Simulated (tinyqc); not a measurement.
The pair band in time: hydrogenic impurity: series, fields, screening, photoionisation and donor-acceptor pairs. Computed by tinyqc, a small Python program. Command: `OMP_NUM_THREADS=1 python tinyqc.py 3002213 3002214 out.jsonl hydrogenic walk`. One thread of a shared host (Intel(R) Xeon(R) Processor @ 2.30GHz), about 0.01 s of CPU time with the checks.

One isotropic, parabolic band. Effective units: Ry* and a*, in which H = -nabla^2 - 2/r.

Inputs (values chosen for the exercise, modelled on GaAs):
```
quantity,value,unit
electron mass m,0.0694,m_0
dielectric constant eps,12.6,-
donor density N,2.8e+16,cm^-3
gap E_g,1.5,eV
acceptor depth E_A,27,meV
rate prefactor W_0,4.8e+06,1/s
```

Parts treated: screening and pairs.

Constants: Ry = 13.605693123 eV; a_0 = 0.529177210903 angstrom; h x 1 THz = 4.135667696 meV; e^2/(4 pi eps_0) = 14.39964548 eV angstrom.

Method:
- Ry* = Ry m/eps^2, a* = a_0 eps/m; level n is bound by Ry*/n^2; <r> = (3/2) a* in 1s; lines 1s -> np at Ry* (1 - 1/n^2); 1 THz = 4.135667696 meV.
- Wigner-Seitz radius r_s = (3/(4 pi N))^(1/3); Mott criterion N_c^(1/3) a* = 0.26; overlap of two 1s orbitals at distance d: S = exp(-x)(1 + x + x^2/3), x = d/a*, with d = N^(-1/3).
- No-phonon line h nu(r) = E_g - Ry* - E_A + e^2/(4 pi eps_0 eps r); rate W(r) = W_0 exp(-2 r/a*), the donor being the shallower centre; lifetime 1/W; zero field.
- At delay t after a pulse the emission comes mostly from pairs with W(r) t = 1, so r = (a*/2) ln(W_0 t).

a* = 96.0754 angstrom

Ry* = 5.94756 meV

r_s = 204.292 angstrom

Dominant pairs:
```
delay (s),r (angstrom),Coulomb term (meV),photon energy (eV)
1.00e-04,296.57,3.8534,1.4709
1.00e-03,407.19,2.8067,1.4699
1.00e-02,517.80,2.2071,1.4693
1.00e-01,628.41,1.8186,1.4689
1.00e+00,739.02,1.5464,1.4686
1.00e+01,849.63,1.3451,1.4684
1.00e+02,960.24,1.1901,1.4682
```

Over six decades of delay the band moves down by 2.66 meV, since close pairs, which emit at higher energy, decay first; the shift per decade shrinks from 1.05 to 0.15 meV. At the donor density N = 2.8e+16 cm^-3 pairs as wide as in the last rows are rare, so those rows are formal. Caution: N lies above the Mott density, where the levels of isolated donors have no meaning.
